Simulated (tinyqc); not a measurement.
Inside a calculation: valley splitting of a silicon quantum well in envelope theory. Values are carried at full precision from step to step, so a last printed digit may differ when a step is redone from the rounded ones.

Constants: hbar^2/2m0 = 3.80998211 eV angstrom^2; kB = 8.617333262e-05 eV/K.

Inputs chosen for the exercise (near those of a strained Si well in SiGe; the results hold for these values, not for the real material):
```
symbol  value  unit      meaning
k0      0.832  2 pi/a    valley position
a       5.431  angstrom  lattice constant
ml      0.925  m0        mass along z
F       11.8   mV/nm     field pressing towards the upper interface
w       0.7    angstrom  interface width parameter
L       76     angstrom  well width
V0      0.15   eV        conduction offset
C0      0.267            Bloch overlap factor
Yb      0.24             Ge share of the barrier
Yw      0                Ge share of the well
ad      150    angstrom  dot radius
```

## Wave number and lengths

q = 2 k0 (2 pi/a), its wavelength, the field length (c/(ml e F))^(1/3) with c = hbar^2/2m0 and 1 mV/nm = 1e-4 eV/angstrom, and the damping factor y/sinh(y), y = pi q w, of a step smoothed as 1/(1 + exp(z/w)).

q = 1.9251 1/angstrom
wavelength = 3.264 angstrom
field length = 15.2 angstrom
damping factor = 0.123

## The envelope

The well lies at 0 < z < L; U(z) = V0 [1/(1 + exp(z/w)) + 1/(1 + exp((L - z)/w))] - e F z, 1 mV/nm = 1e-4 eV/angstrom. The envelope psi solves -(c/ml) psi'' + U psi = E psi, c = hbar^2/2m0, by three-point differences on a grid of 0.1 angstrom from -40 to L + 40 angstrom. The two valleys at +/- k0 couple through D = C0 times the integral of exp(-i q z) U(z) psi^2, q = 2 k0 (2 pi/a), and split by Ev = 2|D|.

Two lowest levels, mean position, and psi^2 at both interfaces.

levels (meV): -54.07  -22.87

<z> = 57.9 angstrom
psi^2 at z = 0 and L (1/angstrom): 2.42e-06  0.00752

The field makes psi^2 at the upper interface 3.11e+03 times that at the lower one. The orbital spacing is 31.2 meV.

## Contributions to the coupling

Split D into the lower barrier, the upper barrier and the field term.

Parts of D (micro-eV):
```
part              real  imaginary    size
lower barrier    0.005      0.004   0.007
upper barrier  -18.201     -9.293  20.436
field term      -0.209     -0.145   0.255
```

## Valley splitting and phase

The inter-valley coupling D is the sum of the complex parts; Ev = 2|D|, the valley phase is arg D, and kB T equals Ev at T = Ev/kB.

Ev = 41.4 micro-eV
phase = -2.67 rad
T = 0.48 K

The upper barrier gives the largest part.

## Alloy disorder

Random alloy: with Y(z) = Yw + (Yb - Yw) B(z), B the bracket in U, and in-plane density exp(-r^2/ad^2)/(pi ad^2), D gains a random complex part of variance sigma^2 = (C0^2/pi)(a^2 V0/(8 ad (Yb - Yw)))^2 (4/a) times the integral of psi^4 Y (1 - Y). Alone it gives a mean splitting sqrt(pi) sigma; together with the smooth part the rms splitting is 2 sqrt(|D|^2 + sigma^2).

Give the integral, sigma, the mean splitting from disorder alone and the rms total.

integral = 2.45e-05 1/angstrom
sigma = 9.8 micro-eV
sqrt(pi) sigma = 17.4 micro-eV
rms splitting = 45.8 micro-eV

|D|/sigma = 2.10: the smooth part dominates, and the splitting scatters from dot to dot by about sqrt2 sigma, 34 % of Ev; this needs interfaces sharper than most grown wells have.

## Checks

- Lowest level for sharp walls and no field against the square well, meV: both 5.4.
- Size of one barrier part in that case against C0 V0 psi(0)^2/sqrt(q^2 + 4 kappa^2), micro-eV: both 17.

Computed by tinyqc, a small Python program: `OMP_NUM_THREADS=1 python tinyqc.py 1252099 1252100 out.jsonl` (the numbers bound the seed that draws the inputs); one thread of a shared host (Intel(R) Xeon(R) Processor @ 2.30GHz), about 0.1 s for the whole set of steps.
